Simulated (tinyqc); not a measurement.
Haynes-Shockley experiment: drift, diffusion and decay of a minority-carrier pulse: one step, computed by the program tinyqc.

A thin sheet of excess carriers is made at x = 0, t = 0 in a long uniform bar; injection is low, so the pulse moves with the minority mobility.

Question. Simple reading of the pulse. With w the full width at half maximum: mu = d/(F t_p); D = (w d)^2/(16 ln2 t_p^3); Einstein ratio D/mu against k_B T/e.

Inputs (values chosen for the exercise, modelled on electrons in p-type silicon in a lightly doped bar):
```
quantity,value,unit
minority mobility mu,1210,cm^2/(V s)
temperature T,330,K
field F,4.5,V/cm
distance d to the collector,0.47,cm
```

time of the peak t_p = 81.37243 microsecond

width at half maximum = 30.84279 microsecond

D = 34.40901 cm^2/s

Constants: k_B = 8.617333262e-05 eV/K.

Give: apparent mobility; apparent D; apparent D/mu; error of mu; error of D.

Answer.

apparent mobility = 1283.5 cm^2/(V s)

apparent D = 35.166 cm^2/s

apparent D/mu = 27.398 mV

error of mu = 6.0774 %

error of D = 2.2006 %
